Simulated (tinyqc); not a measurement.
Inside a calculation: smearing for a one-band metal on the fcc lattice. Values are carried at full precision from step to step, so a last printed digit may differ when a step is redone from the rounded ones.

Lattice vectors (units of a): a1 = (0, 1/2, 1/2), a2 = (1/2, 0, 1/2), a3 = (1/2, 1/2, 0). E(k) = -t A_1(k) - t2 A_2(k), A_m the sum of cos(k . R) over the 12 nearest and 6 second lattice vectors. Mesh k = sum (j_i/N) b_i, j_i = 0 .. N-1.

Inputs chosen for the exercise:

| symbol | value | unit | meaning |
|---|---|---|---|
| t | 1.36 | eV | nearest hopping |
| t2 | 0.01 | eV | second hopping |
| N | 4 |  | unshifted mesh |
| ne | 1.35 |  | electrons per cell |
| sigma | 0.272 | eV | width |

## Levels on the mesh

Evaluate the band and collect equal energies with their counts.

Distinct levels:

| E_k (eV) | points |
|---|---|
| -16.3800 | 1 |
| -8.1600 | 8 |
| -5.4600 | 6 |
| 0.0200 | 12 |
| 0.0600 | 4 |
| 2.7200 | 24 |
| 5.3800 | 3 |
| 5.4200 | 6 |

8 distinct levels; the mean spacing is 3.114 eV.

## Fermi level with Methfessel-Paxton (first order) smearing

With x = (E_k - mu)/sigma: Methfessel-Paxton (first order) f = erfc(x)/2 - x exp(-x^2)/(2 sqrt(pi)), s = (1 - 2 x^2) exp(-x^2)/(4 sqrt(pi)). With weights w = points/N^d (d the dimension), mu solves 2 sum w f = ne; E = 2 sum w f E_k, S = 2 sum w s, F = E - sigma S.

Weights w = points/total. Bisection from the lowest and highest level; ten steps are shown.

Bisection:

| step | low (eV) | high (eV) | mu (eV) | electrons |
|---|---|---|---|---|
| 1 | -16.3800 | 5.4200 | -5.4800 | 0.3634 |
| 2 | -5.4800 | 5.4200 | -0.0300 | 0.6285 |
| 3 | -0.0300 | 5.4200 | 2.6950 | 1.2857 |
| 4 | 2.6950 | 5.4200 | 4.0575 | 1.7188 |
| 5 | 2.6950 | 4.0575 | 3.3763 | 1.7200 |
| 6 | 2.6950 | 3.3763 | 3.0356 | 1.7448 |
| 7 | 2.6950 | 3.0356 | 2.8653 | 1.6350 |
| 8 | 2.6950 | 2.8653 | 2.7802 | 1.4804 |
| 9 | 2.6950 | 2.7802 | 2.7376 | 1.3847 |
| 10 | 2.6950 | 2.7376 | 2.7163 | 1.3351 |

## Occupations and energies

Converge mu, then list x, f and s of each level and form the sums.

mu = 2.7227 eV

x, f and s of each level:

| E_k (eV) | x | f | s |
|---|---|---|---|
| -16.3800 | -70.23 | 1.0000 | 0.0000 |
| -8.1600 | -40.01 | 1.0000 | 0.0000 |
| -5.4600 | -30.08 | 1.0000 | 0.0000 |
| 0.0200 | -9.94 | 1.0000 | 0.0000 |
| 0.0600 | -9.79 | 1.0000 | 0.0000 |
| 2.7200 | -0.01 | 0.5083 | 0.1410 |
| 5.3800 | 9.77 | 0.0000 | 0.0000 |
| 5.4200 | 9.92 | 0.0000 | 0.0000 |

E = -2.5236 eV
S = 0.1058
F = -2.5524 eV
(E + F)/2 = -2.5380 eV

Levels with f between 0.001 and 0.999: 1. For this scheme F itself has no term in sigma^2, so F is the estimate of the energy at zero width. That argument needs a smooth density of states, and the number of distinct levels within 2 sigma of mu is only 1, so it may fail on this mesh.

## Checks

- The slope dF/d sigma by finite differences against -S: both -0.10575.
- The slope dF/d ne by finite differences against mu (eV): both 2.7227.

Run: tinyqc, `OMP_NUM_THREADS=1 python tinyqc.py 1682120 1682121 out.jsonl`; Intel(R) Xeon(R) Processor @ 2.30GHz, one thread, shared host; about 0.3 s of CPU time with all checks.
